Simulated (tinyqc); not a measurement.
Worked calculation: two-valley model of the transferred-electron effect. Computed by tinyqc, a small Python program that keeps every step. Command: `OMP_NUM_THREADS=1 python tinyqc.py 3022582 3022583 out.jsonl gunn walk`. One thread of a shared host (Intel(R) Xeon(R) Processor @ 2.30GHz), about 0.01 s of CPU time with the checks. Intermediate numbers are printed to about 7 digits and carried at full precision; extremes and crossings named in words are read from the listed rows.

Both kinds of valley share one electron temperature T_e, and each has a constant mobility.

Inputs (values chosen for the exercise, modelled on CdTe):

| quantity | value | unit |
|---|---|---|
| central-valley mass m1 | 0.093 | m_0 |
| satellite-valley mass m2 | 0.29 | m_0 |
| satellite valleys Z | 4 | - |
| valley separation dE | 0.52 | eV |
| central-valley mobility mu1 | 1100 | cm^2/(V s) |
| satellite-valley mobility mu2 | 91 | cm^2/(V s) |
| energy relaxation time tau_E | 0.73 | ps |
| lattice temperature T | 300 | K |
| electric field F | 19 | kV/cm |
| iteration cap | 600 | - |
| doping n | 6.4e+14 | 1/cm^3 |
| device length L | 2 | micrometre |
| permittivity eps | 10.2 | - |

Solver: bisection.

Constants: k_B = 8.617333262e-05 eV/K; eps_0 = 8.8541878128e-12 F/m; e = 1.602176634e-19 C.

## Equilibrium

Density-of-states ratio R = Z (m2/m1)^(3/2); n2/n1 = R exp(-dE/(k_B T_e)); mean mobility mu = (mu1 + mu2 n2/n1)/(1 + n2/n1); energy balance e mu F^2 = (3/2) k_B (T_e - T)/tau_E; v = mu F.

R = 22.02584

n2/n1 without field = 4.048713e-08

low-field mobility = 1100.000 cm^2/(V s)

dE is 20.1 k_B T, so the satellites are empty without field.

## Electron temperature

Bisection on h(T_e) = T_out(T_e) - T_e between T and T_out(T), with T_out = T + (2/3) e mu(T_e) F^2 tau_E/k_B; stop when the bracket is below 1e-6 K.

Course of the iteration:

| iteration | T_e (K) | mu (cm^2/(V s)) | bracket (K) |
|---|---|---|---|
| 1 | 1421.317 | 857.9701 | 1.121317e+03 |
| 2 | 1981.976 | 583.4941 | 5.606587e+02 |
| 3 | 1701.647 | 708.0859 | 2.803294e+02 |
| 4 | 1841.812 | 641.8074 | 1.401647e+02 |
| 5 | 1771.729 | 673.9865 | 7.008234e+01 |
| 6 | 1736.688 | 690.8053 | 3.504117e+01 |
| 7 | 1719.167 | 699.3894 | 1.752059e+01 |
| ... | ... | ... | ... |
| 26 | 1722.520 | 697.7381 | 3.341786e-05 |
| 27 | 1722.520 | 697.7381 | 1.670893e-05 |
| 28 | 1722.520 | 697.7381 | 8.354466e-06 |
| 29 | 1722.520 | 697.7381 | 4.177233e-06 |
| 30 | 1722.520 | 697.7381 | 2.088616e-06 |
| 31 | 1722.520 | 697.7381 | 1.044308e-06 |
| 32 | 1722.520 | 697.7381 | 5.221541e-07 |

electron temperature T_e = 1722.520 K

Converged in 32 iterations.

## Velocity

The formulas are those given above.

share in the satellites = 39.86738 %

mean mobility = 697.7381 cm^2/(V s)

drift velocity = 1.325702 1e7 cm/s

## Peak, valley and negative differential mobility

Using T_e as the parameter, F(T_e) = sqrt(3 k_B (T_e - T)/(2 e mu tau_E)) and v = mu F; find the first maximum and the next minimum of v, and the most negative dv/dF between them.

threshold field = 18.94038 kV/cm

peak velocity = 1.325705 1e7 cm/s

T_e at the threshold = 1718.059 K

field of the velocity minimum = 36.96686 kV/cm

valley velocity = 1.287333 1e7 cm/s

peak-to-valley ratio = 1.029807

most negative differential mobility = -34.35772 cm^2/(V s)

At the threshold k_B T_e is dE/3.5. The field of this run lies in the region of negative slope.

## Does a domain form?

Space charge grows at the rate n e |mu_d|/(eps eps_0) during the transit time L/v, with v the valley velocity; Kroemer's criterion asks n L > eps eps_0 v/(e |mu_d|). Transit frequency v/L.

critical n L = 2.112055e+12 1/cm^2

n L of the device = 1.28e+11 1/cm^2

transit frequency = 64.36667 GHz

n L is 0.0606 times the critical product: the field profile stays stable.

## Velocity against field

The formulas are those given above.

The curve:

| F (kV/cm) | T_e (K) | share in the satellites (%) | v (1e7 cm/s) | low-field line (1e7 cm/s) |
|---|---|---|---|---|
| 1.9 | 322.43 | 1.640296e-05 | 0.209000 | 0.20900 |
| 4.8 | 443.13 | 2.684459e-03 | 0.527987 | 0.52800 |
| 9.5 | 851.37 | 1.806402e+00 | 1.027685 | 1.04500 |
| 13.0 | 1219.64 | 1.352366e+01 | 1.252610 | 1.43000 |
| 19.0 | 1722.52 | 3.986738e+01 | 1.325702 | 2.09000 |
| 27.0 | 2287.69 | 6.117006e+01 | 1.303544 | 2.97000 |
| 38.0 | 3063.07 | 7.543932e+01 | 1.287506 | 4.18000 |
| 57.0 | 4624.56 | 8.566045e+01 | 1.343411 | 6.27000 |
| 95.0 | 9102.20 | 9.190316e+01 | 1.640623 | 10.45000 |
| 190.0 | 29693.70 | 9.472998e+01 | 2.739315 | 20.90000 |

v falls between 19 and 38 kV/cm, while the share in the slow valleys goes from 40 to 75 %: transfer outruns the rise of the field. With constant mobilities n2/n1 tends to R and v ends on the line (mu1 + R mu2) F/(1 + R), a mobility of 135; real satellites saturate instead. Rows with T_e above 3000 K lie outside the range of a Maxwellian in parabolic valleys.

Checks made by the program: field recovered from T_e by the energy balance (relative difference below 1e-10).
